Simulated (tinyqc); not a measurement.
BCS gap equation with a constant attraction inside the Debye window: one step, computed by the program tinyqc. Command: `OMP_NUM_THREADS=1 python tinyqc.py 3026147 3026148 out.jsonl bcs walk`. One thread of a shared host (Intel(R) Xeon(R) Processor @ 2.30GHz), about 0.01 s of CPU time with the checks.

Pairs attract with strength V for |xi| < k_B Theta; N(0) is the density of states for one spin. Energies are given as temperatures (E/k_B, in K) unless marked.

Task: Critical temperature. Gap equation: 1/(N(0)V) = I(Delta, T) = int_0^Theta tanh(E/2T)/E d xi, E = sqrt(xi^2 + Delta^2); 64 Gauss-Legendre points in y with xi = max(Delta, T) sinh(y). T_c solves I(0, T_c) = 1/(N(0)V); the weak-coupling form is T_c = (2 e^C/pi) Theta exp(-1/(N(0)V)) with Euler's C = 0.5772157, and 2 Delta_0/T_c then tends to 2 pi e^-C = 3.528.

Inputs (values chosen for the exercise, modelled on tin): coupling N(0)V = 0.246; Debye temperature Theta = 197 K.

Solver: secant.

Delta_0 = 6.763935 K

Give: T_c; weak-coupling T_c; 2 Delta_0/T_c.

Result:

T_c = 3.8336 K

weak-coupling T_c = 3.8336 K

2 Delta_0/T_c = 3.5288

T_c/Theta = 0.0195; the ratio lies +0.03 % from 3.528, so the universal weak-coupling laws hold.
